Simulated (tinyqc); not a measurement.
# Random telegraph noise from one oxide trap in a small MOSFET: effects of single changes

An acceptor-like trap exchanges electrons with the channel. Inversion charge Q = Cox u, u = n Vt W0(exp((Vg - VT)/(n Vt))), W0 the Lambert function, n = nf, Cox = eps0 eox/tox; linear regime Id = (W/L) mu Q Vd. Relative to threshold the surface potential rises by Vt ln(u/u0) and the oxide voltage by the rest of Vg - VT, with u0 = n Vt W0(1).

Parameters, values chosen for the exercise; values of the order met in silicon transistors: temperature T = 350 K; relative permittivity of the gate insulator (close to silicon dioxide) eox = 3.9; insulator thickness tox = 1.5 nm; depth of the trap from the channel interface xt = 0.57 nm; trap level above the channel Fermi level at threshold E0 = 0.01 eV; capture prefactor s0 = 5e-15 cm^2; capture barrier (lattice relaxation) EB = 0.27 eV; tunnelling decay length lt = 0.2 nm; thermal velocity vth = 1.7e7 cm/s; thickness of the inversion layer zi = 1.6 nm; threshold voltage VT = 0.44 V; body factor nf = 1.19; gate width W = 24 nm; gate length L = 70 nm; mobility mu = 360 cm^2/(V s); scattering coefficient of the charged trap asc = 0 V s; drain voltage Vd = 0.02 V; gate voltage Vg = 0.52 V.

Constants: q = 1.602176634e-19 C, kB = 1.380649e-23 J/K, Vt = kB T/q, eps0 = 8.8541878128e-14 F/cm where lengths are in cm. Results are converted to the units shown.

Each table varies one quantity; the others keep the values above.

## Time constants and noise against gate voltage

N = Cox u/q; dpsi = Vt ln(u/u0); E = E0 - dpsi - (xt/tox)(Vg - VT - dpsi); capture time tc = 1/[(N/zi) vth s0 exp(-xt/lt - EB/Vt)]; emission time te = tc exp(-E/Vt); occupancy te/(tc + te). A = W L; threshold step dV = q (1 - xt/tox)/(Cox A); gm/Id = 1/(u + n Vt); relative step dI/I = (gm/Id) dV + asc mu/A. fc = (1/tc + 1/te)/(2 pi); rms = (dI/I) sqrt(tc te)/(tc + te).

Time constants and noise against gate voltage:
```
Vg (V)    E (eV)    tc (s)    te (s)  occupancy  dI/I (%)  fc (Hz)  rms dI/I (%)
0.21      0.2067  2.962e-4  3.133e-7   0.001056     7.144  5.086e5        0.2321
0.27      0.1527  5.607e-5  3.544e-7   0.006282     7.095  4.519e5        0.5605
0.33     0.09934  1.092e-5  4.054e-7    0.03579     6.850  4.072e5         1.273
0.39     0.04824  2.404e-6  4.857e-7     0.1681     5.950  3.939e5         2.225
0.45    0.002982  7.235e-7  6.554e-7     0.4753     4.276  4.628e5         2.135
0.51    -0.03512  3.192e-7  1.023e-6     0.7621     2.832  6.543e5         1.206
0.57    -0.06822  1.840e-7  1.767e-6     0.9057     1.962  9.548e5        0.5734
0.63    -0.09838  1.241e-7  3.240e-6     0.9631     1.453  1.331e6        0.2739
0.69     -0.1268  9.199e-8  6.157e-6     0.9853     1.136  1.756e6        0.1368
```

tc falls from 2.96e-4 to 9.20e-8 s as the channel fills and te rises from 3.13e-7 to 6.16e-6 s; they are equal at Vg = 0.454 V, where E = 0. The rms noise goes from 0.232 through a maximum of 2.22 (at Vg = 0.39 V among the rows listed) to 0.137 %. The slope -Vt d ln(tc/te)/dVg is 0.899 between the first two rows and 0.473 between the last two; it tends to xt/tox = 0.380 only when the surface potential stops moving.

## Effect of the gate length

Same model as above.

The same in every row: E (eV) = -0.040916; tc (s) = 2.8687e-7; te (s) = 1.1139e-6; occupancy = 0.79521; fc (Hz) = 6.9767e5.

Effect of the gate length:
```
L (nm)  dI/I (%)  rms dI/I (%)
15        12.374        4.9933
25        7.4241        2.9960
41        4.5269        1.8268
67        2.7702        1.1179
110       1.6873       0.68091
180       1.0311       0.41611
300      0.61868       0.24967
500      0.37121       0.14980
```

As L goes from 15 to 500, tc stays at 2.87e-7 s, te stays at 1.11e-6 s and dI/I falls from 12.4 to 0.371 %. The step goes as 1/(W L), while the times do not depend on the size.

Range of the model: VT is taken as given; short-channel effects and the uneven flow of current among few electrons are left out.

tinyqc, about 0.01 s, one thread, Intel Xeon 2.30GHz (shared host): `OMP_NUM_THREADS=1 python tinyqc.py 2710069 2710070 out.jsonl`
